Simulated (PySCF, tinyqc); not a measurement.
Worked calculation: G0W0 on RHF in the sto-3g basis, for H4, spin multiplicity 1. The lowest restricted solution is unstable here: a spin-polarised one lies 0.0783 hartree lower (PySCF). One step of it, computed by the program tinyqc.

Task: G0W0 on Hartree-Fock: LUMO. W(p,q,m) = sqrt2 sum_ia (pq|ia) (X+Y)_ia,m; Sigma_c(x) = sum_(i,m) W^2/(x - e_i + w_m) + sum_(a,m) W^2/(x - e_a - w_m); solve x = e_p + Sigma_c(x) by Newton steps; Z = 1/(1 - dSigma/dx); 1 hartree = 27.211386 eV.

orbital energies (hartree): MO1 -0.641955, MO2 -0.228611, MO3 0.225117, MO4 0.720769

Two-electron integrals over orbitals (pq|rs), unique and non-zero (hartree):
```
(11|11) 0.510487   (21|21) 0.140841   (22|11) 0.498273   (22|22) 0.507360
(31|31) 0.131297   (32|32) 0.081640   (33|11) 0.496114   (33|22) 0.487407
(33|33) 0.504250   (41|32) 0.080690   (41|41) 0.079797   (42|31) 0.131222
(42|42) 0.144107   (43|21) 0.139800   (43|43) 0.153655   (44|11) 0.501375
(44|22) 0.509184   (44|33) 0.508823   (44|44) 0.530684
```

excitation energies w (hartree): [0.566880, 0.914657, 1.348763, 1.524685]

X + Y, order 1>3, 1>4, 2>3, 2>4:
$$\begin{pmatrix}
0.000000 & 0.768395 & 0.492409 & 0.000000 \\
-0.198044 & 0.000000 & 0.000000 & 0.937652 \\
0.887319 & 0.000000 & 0.000000 & 0.069680 \\
0.000000 & -0.625687 & 0.662123 & 0.000000
\end{pmatrix}$$

Give: The 12 largest terms at x = e_p; Newton steps; quasiparticle energy of the LUMO; Hartree-Fock value.

Result:

The 12 largest terms at x = e_p (hartree; W for the signs of X + Y given):
```
q  m       W      term
1  3  0.2143    0.0207
2  4  0.1150    0.0067
2  1  0.0798    0.0062
1  2  0.0266  3.96e-04
```

Newton steps (hartree):
```
step       x  Sigma_c(x)       Z
0     0.2251      0.0341  0.9813
1     0.2585      0.0334  0.9820
2     0.2586      0.0334  0.9820
```

quasiparticle energy of the LUMO = 7.0355 eV

Hartree-Fock value = 6.1257 eV
